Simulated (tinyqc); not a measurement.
Convergence with the size of the ring: vibrations of a mass or spring defect in a linear chain. Computed by tinyqc, a small Python program. Command: `OMP_NUM_THREADS=1 python tinyqc.py 3027019 3027020 out.jsonl localmode walk`. One thread of a shared host (Intel(R) Xeon(R) Processor @ 2.30GHz), about 0.01 s of CPU time with the checks.

A ring of N atoms with nearest-neighbour springs k and motion along the chain. Atom 1 is the defect, of mass M', and its two springs are k'. All other atoms have the mass M.

Inputs (values chosen for the exercise, for a model chain):
```
quantity                         value           unit
spring constant k                 9.84  eV/angstrom^2
host mass M                       80.2              u
defect mass M'                    22.5              u
spring ratio k'/k at the defect    1.1              -
```

Host: monatomic.

Constants: nu for 1 eV/(angstrom^2 u) = 15.6333042 THz.

Method:
- Host band: lambda from 0 to 4k/M.
- nu = 15.6333042 THz x sqrt(lambda), lambda in eV/(angstrom^2 u).
- D_ii = (sum of the two springs at i)/M_i, D_ij = -k_ij/sqrt(M_i M_j) for neighbours, closed into a ring.
- The same matrix for 120 atoms; amplitudes are the mass-weighted eigenvector, in size, relative to the defect, for the highest mode; its weight is the squared component of the normalised eigenvector on the defect.

band edges (THz): 0.0000  10.9519

ratio to the top of the host band = 1.50830

highest frequency, long ring = 16.5188 THz

weight of the highest mode on the defect = 0.842193

Highest mode:
```
N    frequency (THz)  weight on the defect  modes outside the bands
4             16.538               0.83519                        1
6             16.519               0.84193                        1
8             16.519               0.84219                        1
12            16.519               0.84219                        1
20            16.519               0.84219                        1
40            16.519               0.84219                        1
80            16.519               0.84219                        1
120           16.519               0.84219                        1
```

The local mode is within 0.01 % of its final value from N = 6 on, and its weight on the defect settles at 0.842: a bound mode needs only a cell larger than its decay length.

Extremes, crossings and ranges named in words are read from the listed rows.
